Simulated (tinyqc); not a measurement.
Slater-Koster d bands of an fcc metal, step by step. Values are carried at full precision from step to step, so a last printed digit may differ when a step is redone from the rounded ones.

Slater-Koster d bands. For a bond with direction cosines (l, m, n) the 5 x 5 block is dds Ps + ddp Pp + ddd (1 - Ps - Pp), the projectors on sigma, pi and delta states about the bond; for instance <xy|xy> = 3 l^2 m^2 dds + (l^2 + m^2 - 4 l^2 m^2) ddp + (n^2 + l^2 m^2) ddd, <xy|yz> = 3 l m^2 n dds + l n (1 - 4 m^2) ddp + l n (m^2 - 1) ddd and <3z2-r2|3z2-r2> = (n^2 - (l^2 + m^2)/2)^2 dds + 3 n^2 (l^2 + m^2) ddp + (3/4)(l^2 + m^2)^2 ddd. H(k) sums the blocks times cos(k.R) over the neighbours; the d level is the zero of energy; k in 2 pi/a.

Inputs chosen for the exercise (of the size met in Ir; the results hold for these values, not for the real material): dds = -1.189 eV (dd sigma); ddp = 0.487 eV (dd pi); ddd = -0.155 eV (dd delta); Es = 3.1 eV (s level); sss = -0.96 eV (ss sigma); sds = -0.88 eV (sd sigma); k = (0.07, 0.2, 0) 2 pi/a (wave vector); Nd = 8 (d electrons per atom).

## The block of one bond

Direction (1,1,0)/sqrt2; its eigenvalues must be dds once, ddp twice and ddd twice.

block (eV), lower triangle:
```
             xy      yz      zx   x2-y2   3z2-r2
xy      -0.9305
yz            0  0.1660
zx            0  0.3210  0.1660
x2-y2         0       0       0  0.4870
3z2-r2   0.4477       0       0       0  -0.4135
```

## Levels at Gamma

Neighbours: twelve at (a/2)(1,1,0) and equivalents.

Summing the blocks at k = 0 gives E(t2g) = 3 dds + 4 ddp + 5 ddd, E(eg) = 1.5 dds + 6 ddp + 4.5 ddd.

levels (eV): t2g (threefold) -2.3940, eg (twofold) 0.4410

The t2g level lies lower, by 2.8350 eV.

## The Hamiltonian at one k

An s orbital at Es couples to nearest neighbours alone: <s|s> = sss, <s|xy> = sqrt3 l m sds (cyclic), <s|x2-y2> = (sqrt3/2)(l^2 - m^2) sds, <s|3z2-r2> = (n^2 - (l^2 + m^2)/2) sds.

Sum over the neighbours.

H(k) (eV), lower triangle:
```
              s       xy       yz       zx    x2-y2  3z2-r2
s       -6.7860
xy       0.3909  -1.7534
yz            0        0  -1.8389
zx            0        0  -0.1646  -2.5709
x2-y2   -0.2544        0        0        0   0.1931
3z2-r2  -0.1812  -0.2296        0        0  -0.2603  0.5638
```

## Levels and character

Diagonalise H; t2g is xy, yz, zx and eg the other two.

levels (eV): -6.8293  -2.6062  -1.8036  -1.7498  0.0807  0.7159

weights:
```
     band 1  band 2  band 3  band 4  band 5  band 6
s     0.992   0.000   0.000   0.005   0.002   0.000
t2g   0.006   1.000   1.000   0.983   0.004   0.007
eg    0.002   0.000   0.000   0.012   0.993   0.993
```

## Levels at points of symmetry

Coordinates: G (0, 0, 0), X (1, 0, 0), W (1, 0.5, 0), L (0.5, 0.5, 0.5), K (0.75, 0.75, 0); the others lie half way.

Levels (eV):

| k | band 1 | band 2 | band 3 | band 4 | band 5 | band 6 |
|---|---|---|---|---|---|---|
| G | -8.420 | -2.394 | -2.394 | -2.394 | 0.441 | 0.441 |
| G-X 0.5 | -3.722 | -3.015 | 0.621 | 0.664 | 0.664 | 1.948 |
| X | -5.050 | -4.804 | 3.455 | 3.722 | 3.722 | 7.995 |
| W | -1.948 | -0.664 | -0.664 | 1.122 | 3.722 | 7.472 |
| L | -5.726 | -1.643 | -1.643 | 2.927 | 2.927 | 6.258 |
| L-G 0.5 | -5.212 | -1.331 | -1.331 | 0.071 | 0.996 | 0.996 |
| K | -4.081 | -1.675 | 1.852 | 2.040 | 3.136 | 7.258 |

On these points the bands run from -8.420 (G) to 7.995 eV (X).

## Second moment and the rectangular band

mu2 = z (dds^2 + 2 ddp^2 + 2 ddd^2)/5 per orbital, with z = 12. A rectangular band with the same mu2 has width W = sqrt(12 mu2), Fermi level W (Nd/10 - 1/2) and bond energy -W Nd (10 - Nd)/20 (Friedel).

mu2 = 4.6467 eV^2
W = 7.4673 eV
Fermi level = 2.2402 eV
bond energy per atom = -5.9738 eV

The bond energy is the attractive part alone; the repulsion between atoms, left out, cancels a large share of it in the cohesive energy.

## Checks

- Levels at Gamma from the formulas against H(0): they agree to 1e-10 or better.
- Second moment from the formula against the mean square level on the mesh: both 4.64666.

Computed by tinyqc, a small Python program: `OMP_NUM_THREADS=1 python tinyqc.py 1482352 1482353 out.jsonl` (the numbers bound the seed that draws the inputs); one thread of a shared host (Intel(R) Xeon(R) Processor @ 2.30GHz), about 0.03 s for the whole set of steps.
